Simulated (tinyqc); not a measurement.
Minority carriers and saturation current of a heavily doped emitter: two steps of the calculation.

n-type, parabolic bands, full ionisation. eta = (EF - Ec)/kB T solves N = Nc F12(eta), F12(x) = (2/sqrt(pi)) int_0^infinity sqrt(u)/(1 + exp(u - x)) du. The gap shrinks rigidly by dEg = E1 [ln(N/N0) + sqrt(ln^2(N/N0) + 0.5)], an empirical law that is here taken as the true narrowing.

Inputs (values chosen for the exercise); band and dielectric values close to those of silicon:
```
symbol,value,unit,meaning
T,400,K,temperature
Nc,4.25e19,cm^-3,conduction-band density of states at 400 K
N,1.4e19,cm^-3,ionised donor density
mup,170,cm^2/(V s),minority-hole mobility
Cn,1.8e-31,cm^6/s,Auger coefficient
ts,0.26,us,defect lifetime
W,43,nm,emitter width
S,4.7e5,cm/s,recombination velocity at the contact
```

Constants: q = 1.602176634e-19 C, kB = 1.380649e-23 J/K, Vt = kB T/q. Results are converted to the units shown.

Task 1. Fermi level. Newton step on ln F12(eta) = ln(N/Nc): eta(new) = eta - ln(Nc F12/N) F12/Fm, Fm(x) = dF12/dx = (1/sqrt(pi)) int_0^infinity u^(-1/2)/(1 + exp(u - x)) du.

eta at the start (Boltzmann value) = -1.1104

Give: F12; Fm; eta after iteration 1.

Result 1.

F12 = 0.29674
Fm = 0.26878
eta after iteration 1 = -0.99510

Task 2. Saturation current. 1/tau = Cn N^2 + 1/ts, D = mup Vt, L = sqrt(D tau); J0 = (q p0 D/L)(s + tanh(W/L))/(1 + s tanh(W/L)), s = S L/D; the share recombining inside is 1 - 1/[cosh(W/L)(1 + tanh(W/L)/s)].

p0 = 1.1089066e7 cm^-3

Find: tau; L; s; J0; share recombining inside.

Result 2.

tau = 25.558 ns
L = 3870.0 nm
s = 31.040
J0 = 6.2112e8 fA/cm^2
share recombining inside = 0.041952 %

The emitter is transparent: most holes reach the contact.

Range of the model: Band tails, non-parabolic bands and incomplete ionisation are left out.

Computed by the program tinyqc: `OMP_NUM_THREADS=1 python tinyqc.py 2330141 2330142 out.jsonl`, one thread of a shared Intel Xeon 2.30GHz, about 0.01 s for the whole run.
